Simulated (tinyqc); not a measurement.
Mesh and choice of bands: charge neutrality level from zone-averaged pseudopotential bands.

Empirical pseudopotential on the fcc lattice, atoms at +/- tau, tau = a (1,1,1)/8, no spin-orbit coupling. H(G,G') = c (2 pi/a)^2 |k + G|^2 delta + VS(q) cos(q.tau) + i VA(q) sin(q.tau), q = G - G', c = hbar^2/2m0; k and G in units of 2 pi/a; VS at |q|^2 = 3, 8, 11 and VA at 3, 4, 11, in rydberg, zero elsewhere. At each k the basis holds all G with |k + G|^2 up to 16; energies are counted from the fourth level at Gamma.

Mesh: k = sum_i (n_i + 1/2)/N b_i, n_i = 0 ... N - 1, b = (-1,1,1), (1,-1,1), (1,1,-1); points with the same sorted |kx|, |ky|, |kz| after folding to the shortest k + G are joined, with their count as weight. Neutrality (branch-point) level: E_N = (1/2) mean over k of [E5 + (E3 + E4)/2], E_n the n-th level from below.

Constants: hbar^2/2m0 = 3.80998211 eV angstrom^2; Ry = 13.60569312 eV.

Parameters, chosen for this exercise:
```
symbol  value                    unit      meaning
a       6.107                    angstrom  lattice constant
VS      (-0.221, -0.001, 0.049)  Ry        symmetric form factors
VA      (0.059, 0.05, 0.009)     Ry        antisymmetric form factors
```

E_N with E5 alone, and with (E5 + E6)/2 in its place.

Results:
```
N  joined points  E_N (eV)  E_N, two conduction bands (eV)
1              1    0.4035                          1.2274
2              2    0.5471                          1.1604
3              6    0.7161                          1.0644
4             10    0.6948                          1.0820
5             19    0.7039                          1.0747
```

What does the comparison show, and why?

For scale, the lowest gap of this set is 0.64 eV. Against N = 5 the errors are -300, -157, +12 and -9 meV for N = 1 to 4 (N = 1 is the L point alone). Taking the second conduction band in moves E_N by +0.37 eV, more than the mesh error at N = 2: the definition, not the mesh, limits the estimate. Local form factors place the indirect gaps only to a few tenths of an eV, and E_N moves with them.

tinyqc: `OMP_NUM_THREADS=1 python tinyqc.py 1851192 1851193 out.jsonl`; about 0.1 s, one thread, shared Intel(R) Xeon(R) Processor @ 2.30GHz.
